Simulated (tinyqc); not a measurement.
From results back to parameters: quantum-confined Stark effect in a modulator well. Three cases, with inputs chosen for the exercise.

Problem. The shift of E_e + E_h was computed from a hidden field.

Envelopes on cells of 0.5 angstrom over the well |z| < L/2 and 45 angstrom of barrier on each side, psi = 0 beyond, psi'/m continuous (mean mass between points), c = hbar^2/2m0. The electron sees + e F z and the hole - e F z, each with its offset in the barriers; 1 kV/cm = 1e-5 eV/angstrom. Light holes, band mixing and escape by tunnelling are left out.

Constants: hbar^2/2m0 = 3.80998211 eV angstrom^2.

Case 1.

Values chosen (near those of a Ge well in SiGe, direct gap; not measured data):
- L = 66 angstrom (well width)
- Vc = 0.375 eV (conduction offset)
- Vv = 0.108 eV (heavy-hole offset)
- me = 0.0428 m0 (electron, well)
- meb = 0.0569 m0 (electron, barrier)
- mh = 0.216 m0 (heavy hole along z, well)
- mhb = 0.237 m0 (heavy hole, barrier)

shift = -1.113 meV

Case 2.

Values chosen (near those of a Ge well in SiGe, direct gap; not measured data):
- L = 138 angstrom (well width)
- Vc = 0.388 eV (conduction offset)
- Vv = 0.11 eV (heavy-hole offset)
- me = 0.0425 m0 (electron, well)
- meb = 0.0545 m0 (electron, barrier)
- mh = 0.205 m0 (heavy hole along z, well)
- mhb = 0.237 m0 (heavy hole, barrier)

shift = -18.732 meV

Case 3.

Values chosen (near those of an InGaAs well in InAlAs; not measured data):
- L = 92 angstrom (well width)
- Vc = 0.529 eV (conduction offset)
- Vv = 0.186 eV (heavy-hole offset)
- me = 0.0421 m0 (electron, well)
- meb = 0.0714 m0 (electron, barrier)
- mh = 0.373 m0 (heavy hole along z, well)
- mhb = 0.44 m0 (heavy hole, barrier)

shift = -12.111 meV

Find: F; local exponent d ln(shift)/d ln F.

Solution. The shift grows steadily in size with F, so bisection finds one value; its slope is -e times the separation of the carriers.

Case 1.

F = 39.0 kV/cm
local exponent d ln(shift)/d ln F = 1.99

Case 2.

F = 64.0 kV/cm
local exponent d ln(shift)/d ln F = 1.72

Case 3.

F = 88.0 kV/cm
local exponent d ln(shift)/d ln F = 1.79

Computed by tinyqc, one run a case: `OMP_NUM_THREADS=1 python tinyqc.py N N+1 out.jsonl` with N = 1250463, 1250515, 1250530; one thread of a shared Intel(R) Xeon(R) Processor @ 2.30GHz, about 0.2 s a run at most.
